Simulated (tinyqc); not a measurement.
Worked calculation: Hueckel theory of the pi electrons with the omega technique, for the molecule [CH2]c1ccc(N)cc1F (SMILES; centres numbered as the heavy atoms are written). One step of it, computed by the program tinyqc.

Task: Orbitals, round 2. Diagonalise; E = alpha + x beta with beta < 0, so the largest x are filled first; degenerate levels share their electrons. P = sum n_i c_ri c_si; each orbital has its largest coefficient positive (the first on a tie).

matrix after round 1:
```
           1C         2C         3C         4C        5C        6N         7C        8C
1C  -0.038361   1.000000   0.000000   0.000000  0.000000  0.000000   0.000000  0.000000
2C   1.000000  -0.013412   1.000000   0.000000  0.000000  0.000000   0.000000  1.000000
3C   0.000000   1.000000  -0.008232   1.000000  0.000000  0.000000   0.000000  0.000000
4C   0.000000   0.000000   1.000000  -0.029054  1.000000  0.000000   0.000000  0.000000
5C   0.000000   0.000000   0.000000   1.000000  0.030970  0.800000   1.000000  0.000000
6N   0.000000   0.000000   0.000000   0.000000  0.800000  1.559195   0.000000  0.000000
7C   0.000000   0.000000   0.000000   0.000000  1.000000  0.000000  -0.040304  1.000000
8C   0.000000   1.000000   0.000000   0.000000  0.000000  0.000000   1.000000  0.021243
9F   0.000000   0.000000   0.000000   0.000000  0.000000  0.000000   0.000000  0.700000

          9F
1C  0.000000
2C  0.000000
3C  0.000000
4C  0.000000
5C  0.000000
6N  0.000000
7C  0.000000
8C  0.700000
9F  3.017953
```

pi electrons, sum of z_r less the charge = 11

Give: x values; occupations; coefficients; charge and bond-order matrix P.

Result:

x values: 3.2182  2.2429  1.7674  0.9663  0.9278  -0.0930  -1.0443  -1.3395  -2.1460

occupations: 2.0000  2.0000  2.0000  2.0000  2.0000  1.0000  0.0000  0.0000  0.0000

coefficients:
```
       MO1      MO2      MO3      MO4      MO5      MO6      MO7      MO8
1C  0.0328   0.1089  -0.2979   0.3817   0.0103   0.7407   0.0214  -0.3887
2C  0.1069   0.2484  -0.5379   0.3835   0.0100  -0.0404  -0.0215   0.5057
3C  0.0413   0.2583  -0.3729  -0.0338  -0.4826  -0.3704   0.5007  -0.1325
4C  0.0262   0.3332  -0.1242  -0.4165  -0.4618   0.0718  -0.4972  -0.3294
5C  0.0439   0.4987   0.1497  -0.3807   0.0408   0.3658   0.0041   0.5641
6N  0.0212   0.5835   0.5753   0.5137  -0.0517  -0.1771  -0.0013  -0.1557
7C  0.0968   0.3030  -0.0760  -0.3506   0.5397   0.0245   0.4938  -0.3191
8C  0.2714   0.1932  -0.2871   0.0278   0.4817  -0.3671  -0.4999  -0.1495
9F  0.9485  -0.1745   0.1607  -0.0095  -0.1613   0.0826   0.0861   0.0240

        MO9
1C  -0.2288
2C   0.4822
3C  -0.3912
4C   0.3540
5C  -0.3583
6N   0.0774
7C   0.3641
8C  -0.4084
9F   0.0554
```

charge and bond-order matrix P:
```
         1C       2C       3C       4C       5C       6N       7C       8C
1C   1.0436   0.6446  -0.0290  -0.1260   0.0034   0.0456  -0.1207  -0.0098
2C   0.6446   1.0209   0.5178  -0.0268  -0.2100   0.0756  -0.0062   0.5087
3C  -0.0290   0.5178   1.0203   0.7142   0.0005  -0.0451  -0.2851   0.0055
4C  -0.1260  -0.0268   0.7142   1.0327   0.6031  -0.1459   0.0213  -0.2800
5C   0.0034  -0.2100   0.0005   0.6031   0.9730   0.2959   0.6079   0.0144
6N   0.0456   0.0756  -0.0451  -0.1459   0.2959   1.9082  -0.1501  -0.0496
7C  -0.1207  -0.0062  -0.2851   0.0213   0.6079  -0.1501   1.0429   0.7047
8C  -0.0098   0.5087   0.0055  -0.2800   0.0144  -0.0496   0.7047   0.9872
9F  -0.0209  -0.0706  -0.0060   0.0563  -0.0183   0.0138  -0.1121   0.1688

         9F
1C  -0.0209
2C  -0.0706
3C  -0.0060
4C   0.0563
5C  -0.0183
6N   0.0138
7C  -0.1121
8C   0.1688
9F   1.9711
```
